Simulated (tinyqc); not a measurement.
Overlap of hydrogenic dopants: pairs, impurity band and the Mott density: one step. The impurity band at this density.

Ry* = Ry m/eps^2, aB = a0 eps/m. For 1s orbitals a distance rho = R/aB apart, in Ry*: overlap S = exp(-rho)(1 + rho + rho^2/3), J = (2/rho)(1 - (1 + rho) exp(-2 rho)) (attraction to the other ion), Kx = 2 (1 + rho) exp(-rho) (exchange of one electron). One electron on a pair has E = -1 - (J +/- Kx)/(1 +/- S), without the repulsion 2/rho of the ions. Hopping after orthogonalisation: t = (Kx - S J)/(1 - S^2), half the splitting. Dopants on a lattice with z neighbours, n = (3 sqrt3/4)/R^3 (bcc), give a band of width B = 2 z t, as on any lattice of two interpenetrating sublattices. Valleys, central cells and disorder are left out.

Parameters, chosen for this exercise (out of a larger set: an isotropic mass and dielectric constant of the size used for donors in Ge; not measured data): N = 0.014 1/aB^3 (dopant density); z = 8 (neighbours in the dopant lattice); u = 0.945 Ry* (cost of a second electron on one dopant).

Ry* = 5.96195 meV

Problem. Form R/aB, t, B = 2 z t and N^(1/3) aB. Two estimates of the gap between the Hubbard bands: u - B (rigid bands, closing at B = u) and the Hubbard-III rule, which closes at B = (2/sqrt3) u; give B/u.

Give: R/aB; t; B; N^(1/3) aB; B/u.

Solution.

R/aB = 4.5272
t = 0.06162 Ry*

B: in Ry* 0.986, in meV 5.878

N^(1/3) aB = 0.2410
B/u = 1.043

The two rules disagree here: the density lies at the transition. Mott's screening rule, N^(1/3) aB = 0.26, puts this density on the insulating side, so the criteria differ.

Program tinyqc; command `OMP_NUM_THREADS=1 python tinyqc.py 1450735 1450736 out.jsonl`; about 0.01 s on one thread of a shared Intel(R) Xeon(R) Processor @ 2.30GHz.
